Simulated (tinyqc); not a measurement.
Two-step dopant diffusion (predeposition and drive-in) with a constant diffusivity: one step, computed by the program tinyqc.

Fick diffusion into a half space x > 0 whose background doping C_B is of the opposite type, so that a junction lies where C = C_B.

Problem. Drive-in as a Gaussian. With a sealed surface and a thin source, C = Q/sqrt(pi (Dt)2) exp(-x^2/(4 (Dt)2)); x_j = 2 sqrt((Dt)2 ln(C(0)/C_B)); gradient at the junction |dC/dx| = C_B x_j/(2 (Dt)2).

Inputs (values chosen for the exercise, modelled on antimony in silicon):
```
quantity                        value    unit
surface concentration C_s       3e+19  1/cm^3
background doping C_B         3.3e+16  1/cm^3
predeposition temperature T1      925       C
drive-in temperature T2          1175       C
stand-by temperature              700       C
```

dose Q = 2.582227e+13 1/cm^2

drive-in budget (Dt)2 = 1.953537e-10 cm^2

Give: surface concentration C(0) (Gaussian); junction depth x_j; gradient at the junction.

Solution.

surface concentration C(0) (Gaussian) = 1.042e+18 1/cm^3

junction depth x_j = 0.5194 um

gradient at the junction = 4.387e+21 1/cm^4

Caution: C_s exceeds the intrinsic carrier density of silicon at the predeposition temperature (2e18 to 1e19 per cm^3), where real diffusivities rise with concentration and profiles turn box-like.
